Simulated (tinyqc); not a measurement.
# Changing the temperature T

Model: adsorption as a lattice gas: isotherms with interactions, competition, desorption peaks and saturation dose. Computed by tinyqc, a small Python program. Command: `OMP_NUM_THREADS=1 python tinyqc.py 3031213 3031214 out.jsonl adsorb sweep`. One thread of a shared host (Intel(R) Xeon(R) Processor @ 2.30GHz), about 0.01 s of CPU time with the checks.

One adsorbate per site; a molecule needs 1 empty site. Gas and surface have the same temperature.

Inputs (values chosen for the exercise, for a model surface):

| quantity | value | unit |
|---|---|---|
| desorption energy E | 1.4 | eV |
| prefactor nu | 3.9e+13 | 1/s |
| pair energy w (positive repels) | 0.08 | eV |
| neighbours z | 3 | - |
| site density N_s | 3.3 | 1/nm^2 |
| molecular mass M | 211 | u |
| sticking coefficient s0 | 0.0014 | - |
| pressure p | 3.5 | Pa |
| blocking by a second gas, K_B p_B | 8.4 | - |

Adsorption: molecular (first order).

Constants: u = 1.6605390666e-27 kg; k_B = 1.380649e-23 J/K; k_B = 8.617333262e-05 eV/K.

Method. Flux F = p/sqrt(2 pi M k_B T); k_d = nu exp(-E/(k_B T)); s0 F (1 - theta) = N_s k_d theta, so y = s0 F/(N_s k_d), theta = y/(1 + y). With a second gas on the same sites theta = y/(1 + y + K_B p_B). With u = w/(k_B T). Mean field: theta/(1 - theta) = y exp(-z u theta). Quasi-chemical: theta/(1 - theta) = y [(r - 1 + 2 theta)(1 - theta)/((r + 1 - 2 theta) theta)]^(-z/2) exp(-z u/2), r = sqrt(1 - 4 theta (1 - theta)(1 - exp(-u))).

One run for each value:

| temperature T (K) | coverage, quasi-chemical | coverage, mean field | Langmuir coverage | k_d (1/s) |
|---|---|---|---|---|
| 493 | 6.0219e-01 | 6.3641e-01 | 9.8456e-01 | 1.9025e-01 |
| 527 | 4.4784e-01 | 4.3054e-01 | 8.8034e-01 | 1.5946e+00 |
| 562 | 2.7833e-01 | 2.4067e-01 | 5.1091e-01 | 1.0876e+01 |
| 597 | 1.1850e-01 | 1.0316e-01 | 1.5692e-01 | 5.9223e+01 |
| 631 | 3.6820e-02 | 3.4618e-02 | 4.0104e-02 | 2.5663e+02 |
| 666 | 1.0165e-02 | 9.9800e-03 | 1.0401e-02 | 9.9297e+02 |
| 701 | 3.0016e-03 | 2.9860e-03 | 3.0215e-03 | 3.3565e+03 |
| 735 | 1.0099e-03 | 1.0082e-03 | 1.0121e-03 | 9.8059e+03 |
| 770 | 3.6201e-04 | 3.6181e-04 | 3.6229e-04 | 2.6781e+04 |

Over the rows, coverage, quasi-chemical falls from 0.602 to 3.62e-4 (exponent d ln y / d ln x -4.4 between the first rows and -22 between the last); coverage, mean field falls from 0.636 to 3.62e-4 (exponent d ln y / d ln x -5.9 between the first rows and -22 between the last); Langmuir coverage falls from 0.985 to 3.62e-4 (exponent d ln y / d ln x -1.7 between the first rows and -22 between the last).

Caution (rows 493, 527, 562, 597, 631, 666, 701): for z u near 4 or above (near 8 on the triangular lattice, z = 6) mean field itself predicts sublattice order near half coverage (the exact threshold is higher); both uniform formulas leave ordering out.
